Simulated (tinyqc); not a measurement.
Rotating the field: cyclotron resonance of ellipsoidal valleys, Ge type.

Valleys along [111], [-111], [1-11], [11-1], mass ml along the axis and mt across it. B lies in the (1-10) plane, b = (sin(theta)/sqrt2, sin(theta)/sqrt2, cos(theta)). For the angle phi between B and the axis, 1/mc^2 = cos^2(phi)/mt^2 + sin^2(phi)/(mt ml). Resonance: h nu = 2 muB B/mc, h = 2 pi hbar.

Parameters, chosen for this exercise (out of a larger set: near those of Ge; not measured data): ml = 1.521 m0 (longitudinal mass); mt = 0.082 m0 (transverse mass); ths = (0, 20, 35, 50, 65, 80, 90) degrees (angles).

mc against theta; [-111] and [1-11] stay equal in this plane.

Cyclotron masses (m0):

| theta (degrees) | [111] | [-111] | [11-1] |
|---|---|---|---|
| 0 | 0.1349 | 0.1349 | 0.1349 |
| 20 | 0.0985 | 0.1422 | 0.2372 |
| 35 | 0.0868 | 0.1591 | 0.3531 |
| 50 | 0.0823 | 0.1911 | 0.2417 |
| 65 | 0.0833 | 0.2470 | 0.1532 |
| 80 | 0.0901 | 0.3256 | 0.1134 |
| 90 | 0.0991 | 0.3532 | 0.0991 |

All valleys give one line at theta = 0, B along [001], with mc = 0.1349. The [111] valley reaches mt at 54.7 degrees, and [11-1] reaches its largest value sqrt(ml mt) = 0.3532 at 35.3 degrees, where B is perpendicular to it; the listed maximum of that branch is 0.3531. The pair [-111], [1-11] reaches the same value at 90 degrees.

(tinyqc, `OMP_NUM_THREADS=1 python tinyqc.py 1280354 1280355 out.jsonl`, Intel(R) Xeon(R) Processor @ 2.30GHz, 1 thread, shared host, about 0.01 s.)
